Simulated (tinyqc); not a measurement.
# Non-linearity against on/off ratio

Worst-case read of an N x N array without selectors, ideal wires, unselected lines floating and all unselected cells in the low state with resistance K Ron: the sneak path is Rsn = K Ron [2/(N - 1) + 1/(N - 1)^2], in parallel with the selected cell Rc. A sense resistor Ron to ground gives Vout = Vr Ron/(Ron + Rc Rsn/(Rc + Rsn)); margin = [Vout(Rc = Ron) - Vout(Rc = ra Ron)]/Vr. Here N = 256; the columns give the margin for ra = 10, 100 and 300.

Result of one run:
```
K,Rsn/Ron,"margin, ra = 10 (%)","margin, ra = 100 (%)","margin, ra = 300 (%)"
1,0.007859,0.005425,0.005972,0.006012
```

What becomes of these results when the factor by which unselected cells are more resistive K is changed from 1 to 3000, all else the same?

Result of the changed run:
```
K,Rsn/Ron,"margin, ra = 10 (%)","margin, ra = 100 (%)","margin, ra = 300 (%)"
3000,23.58,38.57,46.06,46.66
```

The whole series:
```
K,Rsn/Ron,"margin, ra = 10 (%)","margin, ra = 100 (%)","margin, ra = 300 (%)"
1,0.007859,0.005425,0.005972,0.006012
3,0.02358,0.04656,0.05133,0.05168
10,0.07859,0.4421,0.4895,0.4930
30,0.2358,2.699,3.020,3.044
100,0.7859,11.59,13.25,13.38
300,2.358,24.36,28.48,28.80
1000,7.859,34.47,40.92,41.44
3000,23.58,38.57,46.06,46.66
```

At K = 1 the margin is 0.00543 % for ra = 10 and 0.00601 % for ra = 300: an on/off ratio 30.0 times larger gains a factor of only 1.11, because the sneak path (0.0079 Ron) shunts the cell. Raising K to 3000 lifts the margin at ra = 100 from 0.00597 to 46.1 %.

Program tinyqc, `OMP_NUM_THREADS=1 python tinyqc.py 2880153 2880154 out.jsonl`; Intel Xeon 2.30GHz, shared host, one thread, about 0.01 s.
